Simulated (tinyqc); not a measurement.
What the shift does to the intrinsic density: temperature and isotope dependence of a band gap in oscillator models.

E(T) = E0 - sum_i sl_i th_i n_i(T), n = 1/(exp(th/T) - 1). The same coupling lowers the gap at 0 K by the zero-point term ZP = sum_i sl_i th_i/2, so the gap of the static lattice is E0 + ZP. Thermal expansion is taken as part of the slopes.

Constants: kB = 8.617333262e-05 eV/K; hbar^2/2m0 = 3.80998211 eV angstrom^2.

Values chosen for the exercise (near those of AlN; shifted at random, so the results belong to these values and not to a real crystal):

| symbol | value | unit | meaning |
|---|---|---|---|
| E0 | 6.132 | eV | gap at 0 K |
| th | (365, 966) | K | temperatures of two oscillators |
| sl | (0.2592, 0.5768) | meV/K | their high-temperature slopes |
| mm | 1.04 | m0 | geometric mean of the density-of-states masses |

ni = 2 (mm kT/(4 pi c))^(3/2) exp(-E/2kT), c = hbar^2/2m0, with E(T) and with E0; 1 angstrom^-3 = 1e24 cm^-3. Apparent gap from an Arrhenius plot of ni/T^(3/2): E(T) - T dE/dT, dE/dT = -sum sl_i (th_i/T)^2 n_i (1 + n_i).

Results:

| T (K) | E(T) (eV) | ni (cm^-3) | ni with E(T) / ni with E0 | apparent gap (eV) |
|---|---|---|---|---|
| 200 | 6.1093 | 1.54e-58 | 1.930 | 6.1707 |
| 250 | 6.0914 | 8.08e-43 | 2.563 | 6.1930 |
| 300 | 6.0690 | 2.80e-32 | 3.383 | 6.2156 |
| 350 | 6.0429 | 1.04e-24 | 4.383 | 6.2367 |
| 400 | 6.0138 | 5.33e-19 | 5.551 | 6.2556 |
| 500 | 5.9496 | 5.93e-11 | 8.302 | 6.2869 |
| 700 | 5.8065 | 0.119 | 14.854 | 6.3292 |

Using E0 in place of E(T) understates ni by a factor that rises from 1.93 to 14.85, towards exp(sum sl/2kB) = 127.8. The slope of an Arrhenius plot returns neither E(T) nor E0 but the intercept of the tangent, 6.2156 eV at 300 K, which lies 84 meV above E0 and tends to the static gap 6.4579 eV.

tinyqc: `OMP_NUM_THREADS=1 python tinyqc.py 1850477 1850478 out.jsonl`; about 0.01 s, one thread, shared Intel(R) Xeon(R) Processor @ 2.30GHz.
